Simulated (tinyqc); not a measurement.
## Margin needed against array size

Cells fail independently with probability Q(k) = erfc(k/sqrt(2))/2 when the margin is k standard deviations, and Y = exp(-Nb Q(k)). phi = exp(-k^2/2)/sqrt(2 pi).  k solves Y = exp(-Nb Q(k)); the estimate is sqrt(2 ln(Nb/(-ln Y))).

Parameters, values chosen for the exercise:
```
symbol,value,unit,meaning
Y,0.99,,wanted yield
```

Margin needed against array size:
```
Nb           allowed Q       k  estimate
256          3.9259e-5  3.9489    4.5045
4096         2.4537e-6  4.5687    5.0829
65536        1.5336e-7  5.1193    5.6019
1048576      9.5847e-9  5.6193    6.0767
16777216    5.9905e-10  6.0805    6.5170
268435456   3.7440e-11  6.5105    6.9294
4294967296  2.3400e-12  6.9150    7.3186
```

What does the table show?

A 1.68e7-fold larger array raises k only from 3.95 to 6.91; the last factor of 16 costs 0.40 standard deviations. The estimate, which drops the factor 1/(k sqrt(2 pi)) of the tail, is 14 % above k in the first row and 5.8 % above it in the last.

Numbers from tinyqc (`OMP_NUM_THREADS=1 python tinyqc.py 2090137 2090138 out.jsonl`; about 0.01 s on one thread of a shared Intel Xeon 2.30GHz).
